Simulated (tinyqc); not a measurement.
Inside a calculation: sp3s* tight binding with spin-orbit coupling. Values are carried at full precision from step to step, so a last printed digit may differ when a step is redone from the rounded ones.

sp3s* tight binding, nearest neighbours only: anion (a) at 0, cation (c) at a/4 (1,1,1), orbitals s, px, py, pz, s* on each; k in units of 2 pi/a. With phases e_j = exp(i (pi/2) k.n_j) for n = (1,1,1), (1,-1,-1), (-1,1,-1), (-1,-1,1): g0 = (e1+e2+e3+e4)/4, g1 = (e1+e2-e3-e4)/4, g2 = (e1-e2+e3-e4)/4, g3 = (e1-e2-e3+e4)/4. The diagonal holds the levels Esa, Epa, Exa (s*) and Esc, Epc, Exc. Anion-cation block: <sa|sc> = Vss g0; <sa|xc> = Vsapc g1; <xa|sc> = -Vscpa g1; <xa|xc> = Vxx g0; <xa|yc> = <ya|xc> = Vxy g3, <xa|zc> = <za|xc> = Vxy g2, <ya|zc> = <za|yc> = Vxy g1; <s*a|xc> = Vxapc g1; <xa|s*c> = -Vpaxc g1; y and z take g2 and g3 in place of g1; s-s* and s*-s* vanish.

Constants: hbar^2/2m0 = 3.80998211 eV angstrom^2.

Inputs chosen for the exercise (near a published set for GaAs, fitted to gaps, whose masses and valley positions are rough; spin-orbit coupling, where it is added without a refit, lifts the valence top and shrinks all gaps by about a third of the splitting; the results hold for these values, not for the real material):
- k = (0.7, 0.09, 0.09) 2 pi/a (wave vector)
- Esa = -8.347 eV (s level of the anion)
- Epa = 1.042 eV (p level of the anion)
- Esc = -2.652 eV (s level of the cation)
- Epc = 3.663 eV (p level of the cation)
- Exa = 8.613 eV (s* level of the anion)
- Exc = 6.755 eV (s* level of the cation)
- Vss = -6.433 eV (s-s)
- Vxx = 1.957 eV (px-px)
- Vxy = 5.091 eV (px-py)
- Vsapc = 4.48 eV (s anion, p cation)
- Vscpa = 5.794 eV (s cation, p anion)
- Vxapc = 4.855 eV (s* anion, p cation)
- Vpaxc = 4.819 eV (p anion, s* cation)
- Da = 0.403 eV (atomic spin-orbit splitting, anion)
- Dc = 0.173 eV (the same, cation)
- a = 5.656 angstrom (lattice constant)

## Phase sums

Form g0 to g3 at this k.

g0, g1, g2, g3: 0.44498-0.01769i  -0.00901+0.87332i  -0.12429+0.06333i  -0.12429+0.06333i

## The Hamiltonian without spin-orbit coupling

Fill in the 10 x 10 matrix.

H(k) (eV):
```
                  sa               xa               ya               za              s*a               sc
sa           -8.3470                0                0                0                0  -2.8625+0.1138i
xa                 0           1.0420                0                0                0   0.0522-5.0600i
ya                 0                0           1.0420                0                0   0.7201-0.3669i
za                 0                0                0           1.0420                0   0.7201-0.3669i
s*a                0                0                0                0           8.6130                0
sc   -2.8625-0.1138i   0.0522+5.0600i   0.7201+0.3669i   0.7201+0.3669i                0          -2.6520
xc   -0.0404-3.9125i   0.8708+0.0346i  -0.6328-0.3224i  -0.6328-0.3224i  -0.0438-4.2400i                0
yc   -0.5568-0.2837i  -0.6328-0.3224i   0.8708+0.0346i  -0.0459-4.4461i  -0.6034-0.3075i                0
zc   -0.5568-0.2837i  -0.6328-0.3224i  -0.0459-4.4461i   0.8708+0.0346i  -0.6034-0.3075i                0
s*c                0   0.0434+4.2085i   0.5990+0.3052i   0.5990+0.3052i                0                0

                  xc               yc               zc             s*c
sa   -0.0404+3.9125i  -0.5568+0.2837i  -0.5568+0.2837i               0
xa    0.8708-0.0346i  -0.6328+0.3224i  -0.6328+0.3224i  0.0434-4.2085i
ya   -0.6328+0.3224i   0.8708-0.0346i  -0.0459+4.4461i  0.5990-0.3052i
za   -0.6328+0.3224i  -0.0459+4.4461i   0.8708-0.0346i  0.5990-0.3052i
s*a  -0.0438+4.2400i  -0.6034+0.3075i  -0.6034+0.3075i               0
sc                 0                0                0               0
xc            3.6630                0                0               0
yc                 0           3.6630                0               0
zc                 0                0           3.6630               0
s*c                0                0                0          6.7550
```

## Levels at this k

Diagonalise H, which belongs to k = (0.7, 0.09, 0.09) (2 pi/a). Four bands are filled (two electrons each); give the make-up of band 5, the lowest empty one.

levels (eV): -10.8491  -6.1064  -2.4699  -2.4050  2.3205  2.6202  7.1100  7.1567  9.6884  11.4186

weights of band 5: s 0.089, p 0.594, s* 0.317

weight of band 5 on atom a = 0.377

The vertical gap at this k is 4.7256 eV; band 5 is mostly p-like.

## Levels at Gamma

Spin-orbit coupling acts within the p shell of each atom as (D/3) L.sigma, D = Da or Dc: it puts four states at Ep + D/3 and two at Ep - 2D/3.

At k = 0 only g0 = 1 is left and H falls into 2 x 2 blocks [[E_a, V], [V, E_c]] with roots (E_a + E_c)/2 -/+ sqrt(((E_a - E_c)/2)^2 + V^2); the s* levels stay uncoupled. The direct gap runs from the highest lower root of the p blocks to the lowest upper root.

Blocks at Gamma (eV):

| block | E_a | E_c | V | lower root | upper root |
|---|---|---|---|---|---|
| s (Gamma6) | -8.3470 | -2.6520 | -6.4330 | -12.5345 | 1.5355 |
| p 3/2 (Gamma8) | 1.1763 | 3.7207 | 1.9570 | 0.1143 | 4.7827 |
| p 1/2 (Gamma7) | 0.7733 | 3.5477 | 1.9570 | -0.2383 | 4.5593 |

direct gap at Gamma = 1.4212 eV

The lowest empty level at Gamma is s-like. The split-off band lies 0.3526 eV below the top, between Dc = 0.173 and Da = 0.403 eV, weighted by where the valence p state sits.

## Bands near the gap

Diagonalise at L = (1/2,1/2,1/2), X = (1,0,0), W = (1,1/2,0), K = (3/4,3/4,0) and at the fractions named between them; energies from the top of the valence band at Gamma; the matrix is 20 x 20 and 8 levels are filled.

Levels (eV):

| k | level 3 | level 5 | level 7 | level 8 | level 9 | level 10 | level 11 |
|---|---|---|---|---|---|---|---|
| L | -7.119 | -1.632 | -1.412 | -1.412 | 1.569 | 1.569 | 3.705 |
| L-G 0.5 | -4.269 | -1.011 | -0.787 | -0.787 | 2.008 | 2.008 | 4.109 |
| G | -0.353 | 0.000 | 0.000 | 0.000 | 1.421 | 1.421 | 4.445 |
| G-X 0.2 | -1.431 | -0.613 | -0.427 | -0.427 | 2.190 | 2.190 | 4.058 |
| G-X 0.4 | -3.377 | -1.471 | -1.311 | -1.311 | 2.682 | 2.682 | 3.166 |
| G-X 0.6 | -5.273 | -2.304 | -2.165 | -2.165 | 2.405 | 2.405 | 2.667 |
| G-X 0.7 | -6.120 | -2.633 | -2.501 | -2.501 | 2.169 | 2.169 | 2.542 |
| G-X 0.8 | -6.855 | -2.879 | -2.751 | -2.751 | 2.013 | 2.013 | 2.412 |
| G-X 0.9 | -7.403 | -3.030 | -2.906 | -2.906 | 1.931 | 1.931 | 2.312 |
| X | -7.621 | -3.082 | -2.958 | -2.958 | 1.908 | 1.908 | 2.273 |
| W | -7.674 | -3.167 | -2.980 | -2.936 | 1.874 | 1.941 | 2.235 |
| K | -7.581 | -3.321 | -2.576 | -2.562 | 1.847 | 1.878 | 2.389 |
| K-G 0.5 | -4.985 | -2.156 | -0.963 | -0.955 | 2.273 | 2.290 | 3.426 |

On these points the lowest empty level is lowest at G, 1.421 eV above the top.

## Valleys and masses

The lowest conduction level (mean of the pair) at Gamma, at its minimum on (x,0,0) for x from 0.5 to 1, and at the point L (L, and X where the search ends there, need not be minima in this model; a zero or negative inverse mass shows it). Inverse masses m0/m = (E(+h) + E(-h) - 2 E)/(2 c q^2) with c = hbar^2/2m0, q = h 2 pi/a, h = 0.002; longitudinal along the valley axis ([100] at Gamma and Delta, [111] at L), transverse along [010] or [1-10]. A dash: the next level lies within 0.15 eV, so a single mass has no use there.

Valleys:

| valley | x (2 pi/a) | E - Ev (eV) | m0/m_l | m0/m_t |
|---|---|---|---|---|
| Gamma | 0.0000 | 1.4212 | 8.63 | 8.63 |
| Delta | 1.0000 | 1.9077 | 0.48 | 0.00 |
| L | 0.5000 | 1.5691 | 0.61 | 1.37 |

Of these three the lowest is Gamma, which makes the gap direct, 1.4212 eV. At Delta m0/m_t is 0.00. This nearest-neighbour model is fitted to gaps: it places the Delta minimum and the masses at Delta and L only roughly (transverse masses can be several times too heavy), and since its bands are flat from X to W the transverse mass grows too heavy towards X; d orbitals or second neighbours cure this.

## Checks

- Direct gap at Gamma from the blocks against the full matrix: both 1.42119.

Program tinyqc; command `OMP_NUM_THREADS=1 python tinyqc.py 1480475 1480476 out.jsonl`; about 0.1 s on one thread of a shared Intel(R) Xeon(R) Processor @ 2.30GHz.
